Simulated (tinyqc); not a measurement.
## Thickness from two neighbouring fringes

Question. At normal incidence a transparent film with an index between those of air and substrate, taken as constant, has reflectance minima at 2 n1 d = (m + 1/2) lam (small phase shifts at the substrate neglected). Find d and the order m of the shorter wavelength.

Values chosen for this exercise:
```
symbol  value  unit                        meaning
n1      2.041        index of the transparent film
```

wavelengths of two neighbouring reflectance minima (nm): 514  574.47059

Solution. Neighbouring orders differ by one: 2 n1 d (1/lam1 - 1/lam2) = 1.

d = 1196 nm
m = 9

Numbers from tinyqc (`OMP_NUM_THREADS=1 python tinyqc.py 2870215 2870216 out.jsonl`; about 0.3 s on one thread of a shared Intel Xeon 2.30GHz).
